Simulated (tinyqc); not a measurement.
A particle near a wafer in liquid: double-layer and van der Waals forces (DLVO), deposition barrier and removal: one step, computed by the program tinyqc. Command: `OMP_NUM_THREADS=1 python tinyqc.py 3114386 3114387 out.jsonl dlvo walk`. One thread of a shared host (Intel(R) Xeon(R) Processor @ 2.30GHz), about 0.01 s of CPU time with the checks.

Sphere and flat wall, Derjaguin approximation, constant potentials in the linear-superposition form, no retardation and no hydration force.

Problem. Barrier and secondary minimum. U(h) = Z R exp(-kappa h) - A R/(6 h); F(h) = -dU/dh = kappa Z R exp(-kappa h) - A R/(6 h^2), positive for repulsion. F = 0 reads x^2 exp(-x) = y with x = kappa h and y = A kappa/(6 Z); the left side peaks at x = 2 with 4/e^2 = 0.5413, so roots exist for smaller y: x < 2 is the barrier, x > 2 the secondary minimum.

Inputs (values chosen for the exercise, of the order of those for silica on silica in water): particle radius R = 80 nm; Hamaker constant A = 5.3e-21 J; temperature T = 298 K.

kappa = 0.08323551 1/nm

Z = 11.81974 pN

Constants: k_B = 1.380649e-23 J/K.

Give: y; position of the barrier; barrier height; position of the secondary minimum; energy at the secondary minimum.

Solution.

y = 0.006221

position of the barrier = 0.9873 nm

barrier height = 194.3 k_B T

position of the secondary minimum = 115.4 nm

energy at the secondary minimum = -0.1334 k_B T

A barrier above 15 k_B T practically stops deposition.
